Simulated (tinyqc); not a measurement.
Thin-film optics by transfer matrices: one step. Layer matrices and their product. The numbers come from values chosen for the exercise (indices near those of resist, ARC, SiO2 on polySi).

Indices N = n + i k. Snell: N0 sin(theta) = N_j sin(theta_j), with Im(N_j cos theta_j) >= 0. Admittance y_j = N_j cos theta_j for s and N_j/cos theta_j for p. Phase delta_j = 2 pi N_j cos theta_j d_j/lambda. Layer matrix [[cos delta, -i sin delta/y], [-i y sin delta, cos delta]], multiplied from the top down to M. (B, C) = M (1, y_sub); r = (y0 B - C)/(y0 B + C), R = |r|^2, T = 4 Re y0 Re y_sub/|y0 B + C|^2, absorbed in the films 1 - R - T.

y_j: ambient 0.258819, film 1 1.497522+0.014280i, film 2 1.525877+0.457507i, film 3 1.154128, substrate 1.592813+2.893799i

delta_j (rad): film 1 6.753382+0.064397i, film 2 2.771832+0.831085i, film 3 2.763211

Problem. Form each matrix and multiply from the top down.

Give: matrix of film 1; matrix of film 2; matrix of film 3; M.

Solution.

matrix of film 1:
```
                1               2
1  0.8933-0.0292i  0.0355-0.3035i
2  0.0925-0.6791i  0.8933-0.0292i
```

matrix of film 2:
```
                 1                2
1  -1.2734-0.3361i  -0.6105-0.1404i
2  -1.0975-1.1499i  -1.2734-0.3361i
```

matrix of film 3:
```
          1         2
1   -0.9293  -0.3201i
2  -0.4264i   -0.9293
```

M:
```
                1               2
1  1.5405+0.2699i  0.6567+0.2434i
2  1.3229+0.7041i  1.1556+0.3067i
```

Each matrix has determinant 1, and so has M.

Run: tinyqc, `OMP_NUM_THREADS=1 python tinyqc.py 1651244 1651245 out.jsonl`; Intel(R) Xeon(R) Processor @ 2.30GHz, one thread, shared host; about 0.01 s of CPU time with all checks.
